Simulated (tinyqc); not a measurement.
Worked calculation: Hubbard ring of 4 sites. Computed by tinyqc, a small Python program that keeps every step. Settings: hopping = 1.36, U = 11.9, mixing = 0.5, iteration cap = 69. Command: `OMP_NUM_THREADS=1 python tinyqc.py 30781 30782 out.jsonl` (the two numbers bound the seeds that draw the settings). One thread of a shared host (Intel(R) Xeon(R) Processor @ 2.60GHz), about 0.2 s of CPU time with the checks.

one-body matrix (hopping and site energies) (eV):
```
          1         2         3         4
1  -0.67000  -1.36000   0.00000  -1.36000
2  -1.36000   0.52000  -1.36000   0.00000
3   0.00000  -1.36000  -0.65000  -1.36000
4  -1.36000   0.00000  -1.36000   0.94000
```

U = 11.90000 eV

electrons, up and down: 2  2

n(up) at the start (a guess, not normalised): 1 0.50000, 2 0.50000, 3 0.50000, 4 0.50000

n(down) at the start (a guess): 1 0.50000, 2 0.50000, 3 0.50000, 4 0.50000

Each step fills the lowest levels of T + U n(other spin) and sets n(new) = n + mixing (n(out) - n); stop when output and input agree to 1e-8.

Course of the cycle:
```
iteration      E (eV)  largest |n(out) - n(in)|  mean |n_up - n_down|
1           9.6400553                  3.34e-01               0.00000
2          14.7141833                  5.09e-01               0.00000
3          12.5971545                  4.90e-01               0.00000
4          14.3535596                  4.91e-01               0.00000
5          12.6105129                  4.91e-01               0.00000
6          14.3501109                  4.91e-01               0.00000
7          12.6106714                  4.91e-01               0.00000
8          14.3500738                  4.91e-01               0.00000
9          12.6106738                  4.91e-01               0.00000
10         14.3500733                  4.91e-01               0.00000
11         12.6106739                  4.91e-01               0.00000
...               ...                       ...                   ...
59         12.6106739                  4.91e-01               0.00000
60         14.3500733                  4.91e-01               0.00000
61         12.6106739                  4.91e-01               0.00000
62         14.3500733                  4.91e-01               0.00000
63         12.6106739                  4.91e-01               0.00000
64         14.3500733                  4.91e-01               0.00000
65         12.6106739                  4.91e-01               0.00000
66         14.3500733                  4.91e-01               0.00000
67         12.6106739                  4.91e-01               0.00000
68         14.3500733                  4.91e-01               0.00000
69         12.6106739                  4.91e-01               0.00000
```

Can the last value be used, and what does the course show?

Not by the stop rule. Not converged within 69 iterations: the residual has stopped falling: the iteration swings between two states. The lowest mean-field energy found from random starts is -1.08480 eV. Reruns (cap 100 unless said): mixing 0.2: not converged; mixing 0.9: not converged; the original settings with a cap of 400: not converged.
